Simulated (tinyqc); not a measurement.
## Field, mass and barrier from the scaled variables

Problem. A barrier edge falls as U0 - F x over a width d with F = V/d. With e = (C F^2/m1)^(1/3), C = hbar^2/(2 m0), the Airy arguments at its edges are z1 = (U0 - E)/e and z2 = (U0 - V - E)/e. Find e, m1 and U0.

Values chosen for this exercise:
```
symbol  value  unit                     meaning
E        0.56    eV             electron energy
d         1.2    nm               barrier width
V        0.26     V  voltage across the barrier
```

Constants: q = 1.602176634e-19 C, hbar = 1.054571817e-34 J s, m0 = 9.1093837015e-31 kg, hbar^2/(2 m0) = 0.0380998212 eV nm^2. Results are converted to the units shown.

z1 and z2: [7.0457441, 5.6786594]

Answer. z1 - z2 = V/e gives e, its definition gives m1, and U0 = E + z1 e.

e = 0.1902 eV
m1 = 0.2600 m0
U0 = 1.900 eV

Computed by the program tinyqc: `OMP_NUM_THREADS=1 python tinyqc.py 2580124 2580125 out.jsonl`, one thread of a shared Intel Xeon 2.30GHz, about 0.01 s for the whole run.
